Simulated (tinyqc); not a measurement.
How errors in the targets pass to the parameters: fitting sp3s* parameters to three gaps by Newton steps.

J:
```
            Vss      Exa      Exc
Gamma  -0.90124  0.00000  0.00000
X       0.00000  0.37260  0.00000
L      -0.25049  0.13228  0.06003
```

The gaps at Gamma, X and L of an sp3s* model are fitted with Vss, Exa and Exc; J holds the derivatives of the gaps by these parameters at the start. The change of each parameter for +10 meV on one target is 10 J^-1, in meV.

Shifts (meV):

| target raised | Vss | Exa | Exc |
|---|---|---|---|
| Gamma | -11.1 | 0.0 | -46.3 |
| X | 0.0 | 26.8 | -59.1 |
| L | 0.0 | 0.0 | 166.6 |

root sum of squares (meV): Vss 11.1, Exa 26.8, Exc 182.7

What can be read from this table?

Independent errors of 10 meV leave Exc least certain (183 meV) and Vss best fixed (11.1 meV). The largest single entry, 167 meV, comes from the target at L.

(tinyqc, `OMP_NUM_THREADS=1 python tinyqc.py 1482513 1482514 out.jsonl`, Intel(R) Xeon(R) Processor @ 2.30GHz, 1 thread, shared host, about 0.2 s.)
